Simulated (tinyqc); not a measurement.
Plane-wave Kohn-Sham cycle with exchange-only LDA in a layered model solid, step by step. Computed by tinyqc, a small Python program that keeps every step. Settings: points = 16, plane-wave index or count = 3, electrons = 4, k points = 3, area = 38.0, mixing = 0.1, iteration cap = 75. Command: `OMP_NUM_THREADS=1 python tinyqc.py 28395 28396 out.jsonl` (the two numbers bound the seeds that draw the settings). One thread of a shared host (Intel(R) Xeon(R) Processor @ 2.60GHz), about 0.05 s of CPU time with the checks.

A solid whose potential varies along x alone (atomic units):
```
parameter                      value
period a                   17.900000
cross-section of the cell  38.000000
electrons per cell                 4
grid points                       16
plane waves -n..n, n               3
k points                           3
V1 in V1 cos(2 pi x/a)     -0.490000
V2 in V2 cos(4 pi x/a)     -0.200000
```

Stop when sqrt(dV sum R^2) is below 1e-8, dV = a A/N.

Course of the cycle:
```
iteration  E (hartree)  norm of the residual
1           -1.7794715              1.87e-01
2           -1.5211944              1.66e-01
3           -1.3171223              1.45e-01
4           -1.1586757              1.25e-01
5           -1.0401480              1.04e-01
6           -0.9680363              6.04e-02
7           -0.9687417              9.02e-02
8           -0.9605033              5.31e-02
9           -0.9615559              7.86e-02
10          -0.9553156              4.78e-02
11          -0.9572023              6.99e-02
...                ...                   ...
65          -0.9504251              4.61e-02
66          -0.9478956              4.61e-02
67          -0.9504249              4.61e-02
68          -0.9478956              4.61e-02
69          -0.9504248              4.61e-02
70          -0.9478956              4.61e-02
71          -0.9504247              4.61e-02
72          -0.9478956              4.61e-02
73          -0.9504246              4.61e-02
74          -0.9478956              4.61e-02
75          -0.9504245              4.61e-02
```

Can the last value be used, and what does the course show?

Not by the stop rule. Not converged within 75 iterations: the residual has stopped falling: the iteration swings between two states. At the k point shown the highest filled and lowest empty bands lie only 0.0163 hartree apart, so integer filling is fragile. Reruns (cap 100 unless said): mixing 0.5, Kerker q0 1.0: not converged; mixing 0.3, Pulay depth 5: not converged; the original settings with a cap of 400: not converged.
